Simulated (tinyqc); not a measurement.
Ballistic Schottky-barrier transistor with a two-dimensional channel, WKB contacts: two steps of the calculation.

Source Fermi level 0, drain Fermi level -Vd. Far from the contacts Ec = pn - psi, and the gate moves psi one to one; the band edges relax as exp(-x/lam) from pn at the source and pn - Vd at the drain; Ev = Ec - Eg. A carrier of energy w inside the channel band meets at a contact a barrier of height D (the contact edge beyond the channel edge): T = 1 for w >= D, else exp(-S), S = 4 lam sqrt(m/C) [sqrt(D - w) - sqrt(w) arctan sqrt((D - w)/w)], C = hbar^2/(2 m0). The two contacts combine as Ts Td/(Ts + Td - Ts Td).

Values chosen for this exercise; channel values close to those of a tungsten diselenide layer:

| symbol | value | unit | meaning |
|---|---|---|---|
| T | 300 | K | temperature |
| pn | 0.71 | eV | barrier for electrons at both contacts |
| mn | 0.34 | m0 | electron mass |
| g | 2 |  | valleys or subbands |
| lam | 4.3 | nm | screening length at the contacts |
| Vd | 0.3 | V | drain bias |
| ps | 0.79 | V | band shift psi of the channel by the gate |
| w0 | 0.48 | eV | energy of one carrier inside the channel band |
| wm | 0.97 | eV | upper end of the grid |
| nE | 15 |  | points of the grid |

Constants: q = 1.602176634e-19 C, kB = 1.380649e-23 J/K, hbar = 1.054571817e-34 J s, h = 6.62607015e-34 J s, m0 = 9.1093837015e-31 kg, Vt = kB T/q, hbar^2/(2 m0) = 0.0380998212 eV nm^2. Results are converted to the units shown.

Problem 1. Transmission of one of the electrons. S and T at both contacts for w = w0, and the tunnelling distance lam ln(D/w) at the higher barrier.

D for electrons (eV): source 0.79000000, drain 0.49000000

Give: S at the source; S at the drain; combined T; tunnelling distance.

Solution 1.

S at the source = 4.510
S at the drain = 0.03524
combined T = 0.01100
tunnelling distance = 2.142 nm

Problem 2. Current of the electrons on a coarse grid. I/W = g (2 q^2/h) int T(w) [N(Es + w) - N(Ed + w)] dw with w the energy of motion along the channel, N(y) = (1/2 pi) sqrt(pi m kB T/C) Fm(-y/kB T), Fm(x) = (1/sqrt(pi)) int_0^infinity u^(-1/2)/(1 + exp(u - x)) du. Electrons: Ds = psi, Dd = psi - Vd, Es = Ec, Ed = Ec + Vd. Holes: Ds = -psi, Dd = Vd - psi, Es = -Ev, Ed = -Ev - Vd. The size of each current is taken; both flow from drain to source and add. Simpson's rule on nE equally spaced w from 0 to wm.

Give: w; Ts; Td; T; size of the supply difference; current.

Solution 2.

| point | w (eV) | Ts | Td | T | size of the supply difference (1/um) |
|---|---|---|---|---|---|
| 0 | 0.0000 | 1.466e-20 | 2.397e-16 | 1.466e-20 | 255.7 |
| 1 | 0.0693 | 3.284e-12 | 3.077e-8 | 3.284e-12 | 104.5 |
| 2 | 0.1386 | 2.806e-9 | 1.452e-5 | 2.805e-9 | 13.11 |
| 3 | 0.2079 | 2.987e-7 | 8.157e-4 | 2.986e-7 | 0.9590 |
| 4 | 0.2771 | 1.061e-5 | 0.01440 | 1.060e-5 | 0.06606 |
| 5 | 0.3464 | 1.833e-4 | 0.1141 | 1.830e-4 | 0.004530 |
| 6 | 0.4157 | 0.001865 | 0.4701 | 0.001861 | 3.106e-4 |
| 7 | 0.4850 | 0.01246 | 0.9877 | 0.01246 | 2.129e-5 |
| 8 | 0.5543 | 0.05839 | 1.000 | 0.05839 | 1.460e-6 |
| 9 | 0.6236 | 0.1992 | 1.000 | 0.1992 | 1.001e-7 |
| 10 | 0.6929 | 0.5010 | 1.000 | 0.5010 | 6.861e-9 |
| 11 | 0.7621 | 0.9028 | 1.000 | 0.9028 | 4.703e-10 |
| 12 | 0.8314 | 1.000 | 1.000 | 1.000 | 3.225e-11 |
| 13 | 0.9007 | 1.000 | 1.000 | 1.000 | 2.211e-12 |
| 14 | 0.9700 | 1.000 | 1.000 | 1.000 | 1.516e-13 |

current = 3.011e-5 uA/um

Range of the model: No scattering, image-force lowering, channel charge or band-to-band tunnelling; parabolic kappa overstates S deep in the gap.

Numbers from tinyqc (`OMP_NUM_THREADS=1 python tinyqc.py 2390136 2390137 out.jsonl`; about 0.1 s on one thread of a shared Intel Xeon 2.30GHz).
